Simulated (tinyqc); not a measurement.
Tight binding, kagome lattice, step by step. One step of it, computed by the program tinyqc.

Task: Bloch Hamiltonian at K. H_AB = -t1 - t2 exp(-i k.a1), H_AC = -t1 - t2 exp(-i k.a2), H_BC = -t1 - t2 exp(i k.(a1 - a2)), H_CC = delta.

Parameters chosen for this model:
```
parameter     value                unit
t1         0.650000    eV, up triangles
t2         0.900000  eV, down triangles
delta             0        eV on site C
```

k point K (fractions of the reciprocal vectors): [0.333333, 0.666667]

Give: H(k) at K.

Result:

H(k) at K (eV), order A, B, C:
$$\begin{pmatrix}
0.000 & -0.200+0.779i & -0.200-0.779i \\
-0.200-0.779i & 0.000 & -0.200+0.779i \\
-0.200+0.779i & -0.200-0.779i & 0.000
\end{pmatrix}$$
